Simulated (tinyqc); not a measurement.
# Capacitance measurement on a leaky thin oxide: effects of series resistance and leakage: what changes with what

The device is a capacitance C in parallel with a leakage conductance G, in series with Rs and Ls. An impedance meter reports either a parallel pair (Cp, Gp) from Y = 1/Z = Gp + i w Cp or a series pair (Cs, Rm) from Z = Rm + 1/(i w Cs); w = 2 pi f, dissipation D = Gp/(w |Cp|).

Values chosen for this exercise; values of the order met in thin-oxide MOS capacitors: relative permittivity of the gate insulator (close to silicon dioxide) eox = 3.9; insulator thickness tox = 0.99 nm; gate area A = 10000 um^2; oxide-equivalent thickness added by the accumulation layer zc = 0.42 nm; oxide-equivalent thickness added by gate depletion zp = 0 nm; gate leakage current density, not matched to the thickness Jg = 0.00031 A/cm^2; voltage for an e-fold rise of the leakage Vs = 0.26 V; series resistance Rs = 210 ohm; series inductance Ls = 77 nH; measuring frequency f = 1e6 Hz.

Constants: eps0 = 8.8541878128e-14 F/cm where lengths are in cm. Results are converted to the units shown.

Each table varies one quantity; the others keep the values above.

## Readings against frequency

EOT = 3.9 tox/eox; CET = EOT + zc + zp; C = 3.9 eps0 A/CET; G = Jg A/Vs. Z = Rs + i w Ls + 1/(G + i w C); CET read from Cp = 3.9 eps0 A/Cp; errors under 0.001 % are printed as 0.

The same in every row: C (pF) = 244.90.

Results:
```
f (Hz),Cp (pF),Cs (pF),D,error of Cp (%),error of Cs (%),CET read from Cp (nm)
1000,244.89,246.37,0.077809,-5.02e-3,0.600,1.4101
3000,244.89,245.07,0.026798,-5.10e-3,0.0667,1.4101
10000,244.89,244.92,0.010980,-6.04e-3,6.01e-3,1.4101
30000,244.87,244.90,0.012277,-0.0143,0,1.4102
1e5,244.64,244.91,0.033089,-0.109,0,1.4115
1e6,221.87,245.09,0.32346,-9.40,0.0745,1.5564
3e6,126.27,246.56,0.97599,-48.4,0.675,2.7347
1e7,20.062,264.60,3.4913,-91.8,8.04,17.213
3e7,0.85892,742.17,29.378,-99.6,203,402.03
```

Estimate the missing row, f = 3e5 Hz.

Computed row:
```
f (Hz),Cp (pF),Cs (pF),D,error of Cp (%),error of Cs (%),CET read from Cp (nm)
3e5,242.63,244.92,0.097207,-0.929,6.71e-3,1.4232
```

With this row back in the table: D goes from 0.0778 through a minimum of 0.0110 (at f = 10000 Hz among the rows listed) to 29.4; without inductance its minimum lies at f = sqrt(G (1 + G Rs)/Rs)/(2 pi C) = 15500 Hz. The error of Cp goes from -0.00502 to -99.6 % and that of Cs from 0.600 to 203 %; at low frequency Cp tends to C/(1 + G Rs)^2 and Cs grows as 1 + (G/(w C))^2. One of the two readings is within 2 % of C for f = 1000, 3000, 10000, 30000, 1e5, 3e5, 1e6, 3e6 Hz. At the highest frequencies Ls raises both readings, by about w^2 Ls C in relative terms. For f = 1e7, 3e7 D exceeds 1, where the accuracy of real meters degrades in proportion to sqrt(1 + D^2).

## Effect of the series resistance

Same model as above.

The same in every row: C (pF) = 244.9; Cs (pF) = 245.1.

Effect of the series resistance:
```
Rs (ohm),Cp (pF),D,error of Cp (%),error of Cs (%),CET read from Cp (nm)
1,245.1,0.001617,0.0742,0.0745,1.409
3,245.1,0.004697,0.0723,0.0745,1.409
10,245.0,0.01548,0.0505,0.0745,1.409
30,244.6,0.04628,-0.139,0.0745,1.412
100,239.4,0.1541,-2.25,0.0745,1.442
300,202.0,0.4621,-17.5,0.0745,1.710
1000,72.69,1.540,-70.3,0.0745,4.750
3000,10.97,4.620,-95.5,0.0745,31.48
```

As Rs goes from 1 to 3000, the error of Cp goes from 0.0742 to -95.5 %, that of Cs from 0.0745 to 0.0745 %, and D rises from 0.00162 to 4.62. The CET read from Cp goes from 1.41 to 31.5 nm against the true 1.41 nm. Rs does not enter the imaginary part of Z, so Cs does not depend on it. For Rs = 1000, 3000 D exceeds 1, where the accuracy of real meters degrades in proportion to sqrt(1 + D^2).

Computed by the program tinyqc: `OMP_NUM_THREADS=1 python tinyqc.py 2022132 2022133 out.jsonl`, one thread of a shared Intel Xeon 2.30GHz, about 0.01 s for the whole run.
